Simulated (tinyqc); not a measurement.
Away from the valley: two-band massive Dirac model of the K valleys.

Basis (conduction, valence): H = [[D/2, a t (tau kx - i ky)], [a t (tau kx + i ky), -D/2 + lam tau sz]], valley tau = +/-1, spin sz = +/-1. The gap of a spin and valley is G = D - lam tau sz. Berry curvature Omega = curl of i<u|grad u>; for the conduction band Omega_c = -tau 2 a^2 t^2 G/(G^2 + 4 a^2 t^2 k^2)^(3/2), and Omega_v = -Omega_c.

Parameters, chosen for this exercise (near those used for monolayer MoS2; not measured data):

| symbol | value | unit | meaning |
|---|---|---|---|
| a | 3.196 | angstrom | lattice constant |
| D | 1.69 | eV | gap parameter |
| t | 1.13 | eV | effective hopping |
| lam | 0.083 | eV | half the valence spin splitting |

Flavour tau = +1, sz = +1. Parabolic transition energy G + 2 a^2 t^2 k^2/G; degree of circular polarisation eta = 2 cos(theta)/(1 + cos^2(theta)). The last column is the Berry flux of the conduction band inside |k|, over 2 pi: -(1 - cos(theta))/2, cos(theta) = G/(transition energy).

Along |k|:

| \|k\| (1/angstrom) | transition (eV) | parabolic (eV) | Omega_c (angstrom^2) | eta | flux/2 pi |
|---|---|---|---|---|---|
| 0.000 | 1.6070 | 1.6070 | -10.101 | 1.0000 | 0.0000 |
| 0.050 | 1.6471 | 1.6476 | -9.381 | 0.9997 | -0.0122 |
| 0.075 | 1.6959 | 1.6983 | -8.595 | 0.9986 | -0.0262 |
| 0.100 | 1.7619 | 1.7693 | -7.665 | 0.9958 | -0.0439 |
| 0.150 | 1.9381 | 1.9722 | -5.758 | 0.9827 | -0.0854 |
| 0.200 | 2.1609 | 2.2563 | -4.155 | 0.9577 | -0.1282 |
| 0.300 | 2.6977 | 3.0679 | -2.135 | 0.8793 | -0.2022 |

Give the missing row, |k| (1/angstrom) = 0.025.

Computed row:
```
|k| (1/angstrom)  transition (eV)  parabolic (eV)  Omega_c (angstrom^2)     eta  flux/2 pi
0.025                      1.6171          1.6171                -9.913  1.0000    -0.0031
```

The curvature halves at |k| = 0.171 1/angstrom, where 2 a t k = 0.766 G. At 0.3 the parabola is 370 meV too high, eta has fallen only to 0.879, and the flux has reached -0.202 of the -1/2 that a whole cone holds. The real bands leave this model beyond about 0.1 to 0.2 1/angstrom, where trigonal warping and other bands enter.

tinyqc: `OMP_NUM_THREADS=1 python tinyqc.py 1452175 1452176 out.jsonl`; about 0.01 s, one thread, shared Intel(R) Xeon(R) Processor @ 2.30GHz.
